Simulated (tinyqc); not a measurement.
Where a level does most harm: Shockley-Read-Hall recombination through one deep level.

One level at Et with degeneracy 1: tn = 1/(sn vth Nt), tp = 1/(sp_ vth Nt), n1 = Nc exp((Et - Eg)/kT), p1 = Nv exp(-Et/kT), ni^2 = n1 p1. Equilibrium n0 = Nm, p0 = ni^2/Nm; n = n0 + dn, p = p0 + dn. U = (n p - ni^2)/(tp (n + n1) + tn (p + p1)), lifetime dn/U; emission rates en = sn vth n1, ep = sp_ vth p1.

Constants: kB = 8.617333262e-05 eV/K.

Values chosen for the exercise (gap and densities of states near those of Si at this temperature; not measured data):
- Eg = 1.121 eV (gap)
- Nc = 2.77e+19 1/cm^3 (conduction-band density of states)
- Nv = 1.13e+19 1/cm^3 (valence-band density of states)
- T = 300 K
- Nt = 1e+16 1/cm^3 (defects)
- sn = 7.5e-15 cm^2 (electron capture cross-section)
- sp_ = 1.8e-16 cm^2 (hole capture cross-section)
- vth = 19000000 cm/s (thermal velocity, both carriers)
- Nm = 1e+17 1/cm^3 (equilibrium electrons for the lifetime steps)

Et takes the values listed; G = Nt en ep/(en + ep) in a depleted region; the lifetime is for dn = 1e11 1/cm^3.

Results:
```
Et (eV)  lifetime (microsecond)  G (1/(cm^3 s))
0.067                    0.0352        7.76e+10
0.157                    0.0294        2.52e+12
0.247                    0.0292        8.20e+13
0.336                    0.0292        2.56e+15
0.426                    0.0292        8.31e+16
0.516                    0.0292        6.35e+17
0.605                    0.0292        2.65e+16
0.695                    0.0292        8.16e+14
0.785                    0.0293        2.51e+13
0.874                    0.0298        8.03e+11
0.964                    0.0479        2.47e+10
1.054                     0.636        7.60e+08
```

What can be read from this table?

Generation peaks where en = ep, at Eg/2 + (kT/2) ln(sp_ Nv/(sn Nc)) = 0.501 eV; the largest value listed is at 0.516 eV, and G falls by a decade for each 0.060 eV away from the peak. The lifetime is within a factor 2 of its minimum, 0.0292 microsecond, from 0.067 to 0.964 eV: recombination tolerates a wide range of Et, generation a narrow one.

tinyqc: `OMP_NUM_THREADS=1 python tinyqc.py 1650246 1650247 out.jsonl`; about 0.01 s, one thread, shared Intel(R) Xeon(R) Processor @ 2.30GHz.
